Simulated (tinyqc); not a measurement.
Inside a calculation. Model: surface photovoltage measurement of the minority-carrier diffusion length in a wafer. Computed by tinyqc, a small Python program that keeps every step. Command: `OMP_NUM_THREADS=1 python tinyqc.py 3130157 3130158 out.jsonl spv walk`. One thread of a shared host (Intel(R) Xeon(R) Processor @ 2.30GHz), about 0.01 s of CPU time with the checks. Intermediate numbers are printed to about 5 digits and carried at full precision; extremes and crossings named in words are read from the listed rows.

Low injection, steady light, a depletion layer much thinner than 1/alpha and L. The excess density dn is taken at the front edge of the neutral region; light that reaches the back is lost.

Inputs (values chosen for the exercise, modelled on p-type silicon at room temperature):

| quantity | value | unit |
|---|---|---|
| diffusion length L | 100 | micrometre |
| wafer thickness W | 525 | micrometre |
| diffusivity D | 28.1 | cm^2/s |
| front recombination velocity S_f | 29000 | cm/s |
| back recombination velocity S_b | 720000 | cm/s |
| photon flux entering | 6.6e+11 | 1/(cm^2 s) |
| minority density at the surface barrier scale n_0 | 2.6e+10 | 1/cm^3 |
| temperature T | 298 | K |
| wavelength | 859 | nm |
| relative noise of each reading | 0.2 | % |
| diffusion length after pair splitting over L | 0.89 | - |
| iron factor C | 1.07e+16 | micrometre^2/cm^3 |

Constants: k_B = 8.617333262e-05 eV/K.

## One wavelength

alpha = (84.732/lambda - 76.417)^2 per cm with lambda in micrometre (an empirical fit for silicon between 0.7 and 1.05 micrometre). Thick wafer: dn = Phi L/((S_f + D/L)(L + 1/alpha)). Finite wafer, with s = S_b L/D, w = W/L, a = alpha L: dn = [Phi a/(a^2 - 1)] [a - B - exp(-alpha W)(a - s)/(cosh w + s sinh w)]/(S_f + B D/L), B = (sinh w + s cosh w)/(cosh w + s sinh w). Photovoltage V = (k_B T/e) ln(1 + dn/n_0). Lifetime = L^2/D.

alpha = 493.87 1/cm

penetration depth 1/alpha = 20.248 micrometre

dn, thick wafer = 1.7254e+07 1/cm^3

B = 1.0001

dn, finite wafer = 1.7254e+07 1/cm^3

photovoltage V = 0.017036 mV

lifetime = 3.5587 microsecond

## The linear plot

normal deviates g for the noise: -0.86  -2.28  -0.31  2.43  1.29  -0.27  0.52

Readings y = (Phi/dn) (1 + noise x g) at 780, 830, 880, 920, 950, 975 and 995 nm; a least-squares line y = c (1/alpha + L_app) gives L_app = intercept/slope.

Readings:

| lambda (nm) | 1/alpha (micrometre) | y (cm/s) | line (cm/s) |
|---|---|---|---|
| 780 | 9.64 | 34816 | 34844 |
| 830 | 15.18 | 36471 | 36614 |
| 880 | 25.33 | 39844 | 39858 |
| 920 | 40.66 | 44963 | 44755 |
| 950 | 61.28 | 51440 | 51343 |
| 975 | 90.92 | 60712 | 60812 |
| 995 | 130.89 | 73564 | 73582 |

slope = 319.49 cm/(s micrometre)

apparent length L_app = 99.425 micrometre

error of L_app (rounded to 0.001) = -0.575 %

Without noise the error would be -0.1 %, from the finite thickness at W/L = 5.2. S_f scales all readings alike and leaves L_app unchanged.

## Where the wafer is too thin

No noise; L is varied at fixed W, and the last two columns set S_b to 0 and to 1e7 cm/s.

Apparent length (micrometre):

| L | W/L | given S_b | S_b = 0 | S_b = 1e7 |
|---|---|---|---|---|
| 26.2 | 20.038 | 26.20 | 26.2 | 26.20 |
| 52.5 | 10.000 | 52.50 | 52.5 | 52.50 |
| 105.0 | 5.000 | 104.82 | 105.1 | 104.82 |
| 158.0 | 3.323 | 155.55 | 160.0 | 155.54 |
| 262.0 | 2.004 | 236.67 | 285.5 | 236.61 |
| 420.0 | 1.250 | 308.03 | 544.4 | 307.88 |
| 682.0 | 0.770 | 355.54 | 1138.2 | 355.29 |
| 1100.0 | 0.477 | 378.63 | 2285.1 | 378.33 |
| 2100.0 | 0.250 | 390.35 | 4582.0 | 390.02 |

With a fast back surface L_app levels off, at 390 micrometre in the last row; with a passive one it reaches up to 2.18 times L among these rows and is 4580 in the last. All three columns are within 5 % of L down to W/L = 3.3.

## Iron from two lengths

Splitting iron-boron pairs in boron-doped silicon shortens L; with nothing else changing, [Fe] = C (1/L_after^2 - 1/L^2). It is evaluated with the true lengths and with the apparent ones (without noise), which differ when the wafer is not thick against L.

L_after = 89 micrometre

[Fe] from the true lengths = 2.8084e+11 1/cm^3

[Fe] from the apparent lengths = 2.7969e+11 1/cm^3

bias, apparent over true less 1 (rounded to 0.001) = -0.409 %

Checks made by the program: dn against a finite-difference solution (relative difference 5e-06).
